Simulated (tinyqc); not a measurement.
Linear model of a band gap against the share of exact exchange: sweeps and comparisons. A value that a table varies takes the place of the one given here.

E(alpha) = E0 + S alpha. A wider gap screens less, modelled in the Penn form eps(alpha) = 1 + (e0 - 1)(EP/(EP + S alpha))^2 with a scale EP chosen for the exercise. A dielectric-dependent hybrid takes alpha = 1/eps.

Parameters, chosen for this exercise (of the order of those of TiO2; shifted at random, so the results belong to these values and not to a real crystal):
```
symbol  value  unit  meaning
E0      1.94   eV    gap of the semi-local functional
S       8.88   eV    slope dE/d(alpha)
e0      8.18         optical dielectric constant at alpha = 0
EP      12.4   eV    energy scale of the screening
Et      3.36   eV    target gap
```

## Sweep of alpha

Also the exciton scale relative to alpha = 0, (m/m(0))(eps(0)/eps)^2, with a mass proportional to E + D, D = E0/2 + 0.3 eV, a k.p rule for direct gaps only.

Results:
```
alpha  E (eV)    eps  alpha eps  exciton scale
0.00    1.940  8.180      0.000           1.00
0.05    2.384  7.692      0.385           1.29
0.10    2.828  7.252      0.725           1.62
0.15    3.272  6.855      1.028           2.02
0.20    3.716  6.494      1.299           2.46
0.25    4.160  6.165      1.541           2.98
0.35    5.048  5.590      1.957           4.21
0.50    6.380  4.893      2.446           6.66
```

alpha eps reaches 1 between alpha = 0.1 and 0.15 (fixed point 0.145), and the target gap is met between 0.15 and 0.2. At the fixed point the gap is 3.23 eV, -0.13 eV from the target. From 0 to 0.25 the gap grows by 2.22 eV while eps falls by 25 %; the exciton scale, which takes both, grows by a factor of 2.98 (formal for an indirect gap).

## What each parameter does

Fixed point alpha = 1/eps(alpha), gap and eps there. Each row changes one parameter from the base and keeps the others.

Results:
```
case            alpha  E (eV)    eps
base           0.1451   3.228  6.892
E0 = 2.134 eV  0.1451   3.422  6.892
S = 7.992 eV   0.1424   3.078  7.024
e0 = 8.998     0.1300   3.094  7.694
EP = 11.16 eV  0.1483   3.257  6.745
```

The largest shifts from the base row, up to three for each result and ties (the steps differ in size, so this ranks the rows, not the parameters). alpha: e0 -0.0151, EP +0.0032, S -0.0027; unchanged at the printed digits by E0. E (eV): E0 +0.194, S -0.151, e0 -0.134. eps: e0 +0.802, EP -0.147, S +0.132; unchanged at the printed digits by E0.

Computed by tinyqc, a small Python program: `OMP_NUM_THREADS=1 python tinyqc.py 1880401 1880402 out.jsonl` (the numbers bound the seed that draws the inputs); one thread of a shared host (Intel(R) Xeon(R) Processor @ 2.30GHz), about 0.01 s for the whole set of steps.
